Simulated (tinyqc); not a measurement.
Local against global planarity over time: chemical-mechanical planarisation: Preston law, pattern density and step-height reduction. Computed by tinyqc, a small Python program. Command: `OMP_NUM_THREADS=1 python tinyqc.py 3019257 3019258 out.jsonl cmp walk`. One thread of a shared host (Intel(R) Xeon(R) Processor @ 2.30GHz), about 0.02 s of CPU time with the checks.

A row of 12 cells, repeated periodically, holds raised features that cover a share rho of each cell.

Inputs (values chosen for the exercise, close to those used for copper polishing):

| quantity | value | unit |
|---|---|---|
| Preston coefficient K | 1.6e-13 | 1/Pa |
| pressure P | 24 | kPa |
| platen and carrier speed | 60 | rpm |
| distance between the centres | 18 | cm |
| initial step height h0 | 180 | nm |
| contact height h_c | 40 | nm |
| film above the raised areas z0 | 350 | nm |
| cell size | 1.6 | mm |
| planarisation length | 2.7 | mm |

local pattern densities, cell by cell: 0.2  0.6  0.1  0.8  0.3  0.1  0.3  0.25  0.1  0.1  0.3  0.5

Method:
- With equal rotation speeds the relative speed is uniform, v = omega r_c; Preston rate R0 = K P v.
- The stiff pad averages the density: rho_eff(i) = sum_j w_ij rho_j / sum_j w_ij, w = exp(-2 d^2/L^2), L the planarisation length and d the distance between cell centres, summed over all periodic images of cell j.
- While h > h_c only raised areas polish, at R0/rho_eff, until t_c = rho_eff (h0 - h_c)/R0. After that h = h_c exp(-(t - t_c)/tau), tau = rho_eff h_c/R0; low areas polish at R0 (1 - h/h_c) and raised areas at R0 [1 + (1 - rho_eff) h/(rho_eff h_c)]. Removed from raised areas after t_c: h0 - h_c + R0 (t - t_c) + (1 - rho_eff)(h_c - h); from low areas: R0 (t - t_c) - rho_eff (h_c - h). Film left = z0 less the removal from raised areas.
- Times are multiples of h0/R0; the range is the largest minus the smallest removal from raised areas.

effective densities: 0.364399  0.391509  0.389986  0.492325  0.364788  0.217915  0.235995  0.218120  0.146873  0.162775  0.291666  0.373650

blanket rate R0 = 4.34294 nm/s

Steps and range (nm):

| multiple | t (s) | largest step | smallest step | range across the row | mean removal from raised areas |
|---|---|---|---|---|---|
| 0.10 | 4.145 | 143.44 | 57.445 | 85.99 | 67.65 |
| 0.20 | 8.289 | 106.88 | 2.890 | 113.98 | 126.28 |
| 0.30 | 12.434 | 70.32 | 0.135 | 97.76 | 165.28 |
| 0.45 | 18.651 | 21.67 | 0.001 | 73.18 | 203.62 |
| 0.60 | 24.868 | 5.50 | 0.000 | 64.97 | 232.74 |
| 0.80 | 33.157 | 0.88 | 0.000 | 62.63 | 269.19 |
| 1.00 | 41.447 | 0.14 | 0.000 | 62.25 | 305.24 |
| 1.30 | 53.881 | 0.01 | 0.000 | 62.19 | 359.25 |
| 1.70 | 70.459 | 0.00 | 0.000 | 62.18 | 431.25 |

What follows from these numbers?

Local steps shrink to 0.01 nm or less, but the range across the row reaches up to 114.0 nm among these rows and ends at 62.2 nm, against the limit (largest - smallest rho_eff) h0 = 62.2 nm: once flat, all cells polish alike and the difference stays. Evener density (dummy fill), a longer planarisation length or a smaller initial step reduces it. Caution: in the last rows the removal passes z0 somewhere, so they describe a thicker film than the one given.

Extremes, crossings and ranges named in words are read from the listed rows.
